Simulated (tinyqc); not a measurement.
Thickness and doping from the maximum and minimum capacitance.

Question. A MOS capacitor has Cmax = Cox = eps0 eox/tox and 1/Cmin = 1/Cox + Wm/(eps0 eps_r), with Wm = sqrt(4 eps0 eps_r Vt ln(N/ni)/(q N)) and N well above ni. Find tox, Wm and N.

Inputs (values chosen for the exercise); band and dielectric values close to those of silicon:

| symbol | value | unit | meaning |
|---|---|---|---|
| T | 300 | K | temperature |
| eps_r | 11.6 |  | relative permittivity |
| eox | 22.3 |  | relative permittivity of the gate insulator (close to hafnium oxide) |

Constants: q = 1.602176634e-19 C, kB = 1.380649e-23 J/K, Vt = kB T/q, eps0 = 8.8541878128e-14 F/cm where lengths are in cm. Results are converted to the units shown.

Cmax = 2.8615708 uF/cm^2
Cmin = 0.25505200 uF/cm^2
ni = 1.2717360e10 cm^-3

Solution. Cmax gives tox and the series difference Wm. N follows by iterating N = 4 eps0 eps_r Vt ln(N/ni)/(q Wm^2); ln(N/ni)/N falls steadily for N > e ni, so there is one root in that range.

tox = 6.90 nm
Wm = 36.7 nm
N = 8.90e17 cm^-3

tinyqc, about 0.01 s, one thread, Intel Xeon 2.30GHz (shared host): `OMP_NUM_THREADS=1 python tinyqc.py 2060001 2060002 out.jsonl`
